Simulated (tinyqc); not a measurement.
# From <m> back to coupling J

Model: q-state Potts model on a small periodic square lattice: enumeration, Metropolis, heat-bath and Wolff steps. Computed by tinyqc, a small Python program. Command: `OMP_NUM_THREADS=1 python tinyqc.py 3112754 3112755 out.jsonl potts inv`. One thread of a shared host (Intel(R) Xeon(R) Processor @ 2.30GHz), about 0.01 s of CPU time with the checks.

E = -J x (number of nearest-neighbour bonds with equal states); n x n sites with periodic edges have 2 n^2 bonds. Order parameter m = (q f - 1)/(q - 1), f being the largest share of one state. Sites are numbered row by row from 0. Here q = 2 and n = 4.

Inputs (values chosen for the exercise, for a model of domains or grain orientations): number of states q = 2; edge n = 4; temperature T = 170 K.

Constants: k_B = 8.617333262e-05 eV/K.

Method:
- K = J/(k_B T); the infinite square lattice orders at K_c = ln(1 + sqrt(q)); Wolff bond probability p = 1 - exp(-K).
- All q^(n^2) states are counted by their number b of equal bonds; weights g(b) exp(K b), K = J/(k_B T). Per site: u = -J <b>/n^2, c/k_B = K^2 (<b^2> - <b>^2)/n^2.
- The same sums with m: <m> and the Binder ratio U = 1 - <m^4>/(3 <m^2>^2).

Task: A run gave the result below. Find the coupling J, known to lie between 7.2 and 20 meV.

<m> = 0.788167

Result:

Each step takes the trial c = (a f_b - b f_a)/(f_b - f_a), f being the result less the target and a, b, c the logarithms of the listed values; c replaces end b, the old b replaces a if the sign of f changed, and otherwise f_a is halved.

Scan of the range:

| coupling J (meV) | <m> |
|---|---|
| 7.20 | 0.410750 |
| 8.54 | 0.501073 |
| 10.10 | 0.630150 |
| 12.00 | 0.785321 |
| 14.20 | 0.903700 |
| 16.90 | 0.965312 |
| 20.00 | 0.988156 |

False position (Illinois rule, in the logarithm of the input) inside the bracket:

| step | end a | end b | trial | <m> |
|---|---|---|---|---|
| 1 | 12.0000 | 14.2000 | 12.0487 | 0.788780 |
| 2 | 12.0000 | 12.0487 | 12.0340 | 0.787741 |
| 3 | 12.0487 | 12.0340 | 12.0400 | 0.788167 |
| 4 | 12.0340 | 12.0400 | 12.0400 | 0.788167 |

<m> rises at every point of a 13-point scan of the range (every second point is shown), so one value fits; it is bracketed by 12.0 and 14.2. Answer: coupling J = 12.04 meV.
